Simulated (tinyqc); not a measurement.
## Doping and flat-band voltage from the body effect

Question. VT = Vfb + 2 phiF + gamma sqrt(2 phiF + Vsb), phiF = Vt ln(Na/ni), gamma = sqrt(2 q eps0 eps_r Na)/Cox, Cox = eps0 eox/tox. Find Na, gamma and Vfb from two thresholds.

Parameters, values chosen for the exercise; material values close to those of silicon: temperature T = 300 K; relative permittivity of the semiconductor eps_r = 11.7; relative permittivity of the gate insulator eox = 9.35; insulator thickness tox = 21 nm.

Constants: q = 1.602176634e-19 C, kB = 1.380649e-23 J/K, Vt = kB T/q, eps0 = 8.8541878128e-14 F/cm where lengths are in cm. Results are converted to the units shown.

VT at Vsb = 0 and 1.7 V (V): 0.45491863  0.87200420
ni = 1.0770107e10 cm^-3

Solution. The difference of the thresholds, gamma [sqrt(2 phiF + Vsb) - sqrt(2 phiF)], holds no Vfb and rises with Na, so it has one root; Vfb then follows from the first threshold.

Na = 1.80e17 cm^-3
gamma = 0.620 V^0.5
Vfb = -0.980 V

tinyqc, about 0.05 s, one thread, Intel Xeon 2.30GHz (shared host): `OMP_NUM_THREADS=1 python tinyqc.py 2360057 2360058 out.jsonl`
